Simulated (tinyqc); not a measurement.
## Series resistance and length offset from two lengths at two overdrives

Problem. In strong inversion R W = Rsd + k(x)(L - dL), k(x) = (1 + th1 x)/(mu0 Cox x), x the overdrive, Cox = eps0 eox/tox, with Rsd and dL independent of x. Find dL, Rsd, mu0 and th1.

Parameters, values chosen for the exercise:
- eox = 21.9 (relative permittivity of the gate insulator (close to hafnium oxide))
- tox = 7.8 nm (insulator thickness)

Constants: eps0 = 8.8541878128e-14 F/cm where lengths are in cm. Results are converted to the units shown.

total resistance times width (ohm um):
```
                  L = 0.09 um  L = 0.4 um
overdrive 0.59 V   801.265441  2604.87392
overdrive 1.08 V   622.295929  1740.95936
```

Answer. At each overdrive R W is a straight line in L; the two lines cross at L = dL, R W = Rsd. Their slopes give k x = (1 + th1 x)/(mu0 Cox), a straight line in x.

dL = 0.009000 um
Rsd = 330.0 ohm um
mu0 = 140.0 cm^2/(V s)
th1 = 0.3300 1/V

Numbers from tinyqc (`OMP_NUM_THREADS=1 python tinyqc.py 2210138 2210139 out.jsonl`; about 0.01 s on one thread of a shared Intel Xeon 2.30GHz).
